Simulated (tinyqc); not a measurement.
Via and link resistance from two via chains.

Question. A chain of 2000 vias joined by 2000 metal links has R = 2000 (Rv + Rlink), with Rlink proportional to the link length. Find Rv, Rlink for length L, and the value of Rv that the short chain would give if the links were ignored.

resistance of chains of 2000 links with link lengths L and 3 L (ohm): 20400  38800

Solution. R per link is a straight line in the link length; its intercept at zero length is Rv.

Rv = 5.600 ohm
Rlink = 4.600 ohm
Rv without correction = 10.20 ohm

Program tinyqc, `OMP_NUM_THREADS=1 python tinyqc.py 2750152 2750153 out.jsonl`; Intel Xeon 2.30GHz, shared host, one thread, about 0.01 s.
